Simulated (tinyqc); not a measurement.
Magnetisation curve: two coupled magnetic layers: synthetic antiferromagnet, spin flop, exchange bias and magnetoresistance. Computed by tinyqc, a small Python program. Command: `OMP_NUM_THREADS=1 python tinyqc.py 3030830 3030831 out.jsonl saf walk`. One thread of a shared host (Intel(R) Xeon(R) Processor @ 2.30GHz), about 0.3 s of CPU time with the checks.

Moments lie in the plane at the angles p1, p2 from the field. Energy per area: E = J1 cos(p1 - p2) + J2 cos^2(p1 - p2) - B M_s (t1 cos p1 + t2 cos p2) + K (t1 sin^2 p1 + t2 sin^2 p2).

Inputs (values chosen for the exercise, for a model stack):

| quantity | value | unit |
|---|---|---|
| saturation magnetisation M_s | 951 | kA/m |
| thickness t1 | 3.7 | nm |
| thickness t2 | 3.7 | nm |
| antiferromagnetic coupling J1 | 1.1 | mJ/m^2 |
| biquadratic coupling J2 | 0 | mJ/m^2 |
| in-plane anisotropy K | 0.58 | kJ/m^3 |
| field over the saturation field | 0.26 | - |

Field direction: along the easy axis.

Method. The parallel state is stable while the Hessian at p1 = p2 = 0 is positive: with c = J1 + 2 J2 and u = B M_s + 2K, (u t1 - c)(u t2 - c) > c^2, so B_sat M_s = c (1/t1 + 1/t2) - 2K. B_K = 2K/M_s. The lowest minimum of E over both angles (from five starts; of two mirror images the one with p1 >= 0, and for equal layers |p1| <= |p2|).

saturation field B_sat = 624.011 mT

Equilibrium states:

| B/B_sat | B (mT) | p1 (degrees) | p2 (degrees) | m/m_sat |
|---|---|---|---|---|
| 0.02 | 12.48 | 0.000 | -180.00 | 0.0000 |
| 0.06 | 37.44 | 86.560 | -86.56 | 0.0600 |
| 0.12 | 74.88 | 83.108 | -83.11 | 0.1200 |
| 0.20 | 124.80 | 78.463 | -78.46 | 0.2000 |
| 0.30 | 187.20 | 72.542 | -72.54 | 0.3000 |
| 0.45 | 280.81 | 63.256 | -63.26 | 0.4500 |
| 0.60 | 374.41 | 53.130 | -53.13 | 0.6000 |
| 0.80 | 499.21 | 36.870 | -36.87 | 0.8000 |
| 0.95 | 592.81 | 18.195 | -18.19 | 0.9500 |
| 1.10 | 686.41 | 0.000 | 0.00 | 1.0000 |

What does the comparison show, and why?

The collinear state is the lowest in 1 row(s), with m/m_sat = (t1 - t2)/(t1 + t2) = 0.000; then the moments are canted and close at B_sat. The largest gap between m/m_sat and B/B_sat in the canted rows is 0.000.

Extremes, crossings and ranges named in words are read from the listed rows.
